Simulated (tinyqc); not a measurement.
Off-state leakage of single and stacked transistors: one step of the calculation.

n-channel devices of unit width. Subthreshold current I(Vg, Vs, Vd) = I0 (T/300 K)^0.5 exp[(Vg - Vs - VT(T) - gb (Vs - Vb) + dd (Vd - Vs))/(nf Vt)] (1 - exp(-(Vd - Vs)/Vt)), VT(T) = VT - cT (T - 300 K). Gate-edge tunnelling Ig (Vd/1 V) exp(ag (Vd - 1 V)), for a gate at 0 V, and band-to-band leakage Ab u exp(-Bb/u), u = Vd - Vb + 1 V, flow at a drain held at V; both are taken as independent of T. In a stack of off transistors (all gates at 0 V) the same subthreshold current passes through each.

Problem. Leakage of one transistor. Vg = Vs = 0, Vd = V; effective threshold VT(T) - gb Vb - dd V.

Values chosen for this exercise; values of the order met in bulk silicon logic transistors: temperature T = 300 K; supply voltage V = 0.8 V; threshold at 300 K, zero drain and body bias VT = 0.33 V; fall of the threshold with temperature cT = 0.7 mV/K; current at threshold at 300 K I0 = 0.35 uA/um; slope factor nf = 1.18; drain-induced lowering per volt dd = 0.16; rise of the threshold per volt of source-body bias gb = 0.19; gate-edge tunnelling current at 1 V Ig = 2e-6 uA/um; exponential slope of the gate current ag = 3.7 1/V; prefactor of band-to-band leakage at the drain Ab = 20 uA/(um V); its exponential voltage Bb = 23 V; body voltage Vb = 0 V.

Constants: q = 1.602176634e-19 C, kB = 1.380649e-23 J/K, Vt = kB T/q. Results are converted to the units shown.

Find: effective threshold; parts; total; shares.

Solution.

effective threshold = 0.20200 V
parts (nA/um): subthreshold 0.46587, gate edge 7.6338e-4, band-to-band 0.10162
total = 0.56825 nA/um
shares (%): subthreshold 81.983, gate edge 0.13434, band-to-band 17.883

The subthreshold part is the largest.

Program tinyqc, `OMP_NUM_THREADS=1 python tinyqc.py 2242219 2242220 out.jsonl`; Intel Xeon 2.30GHz, shared host, one thread, about 0.03 s.
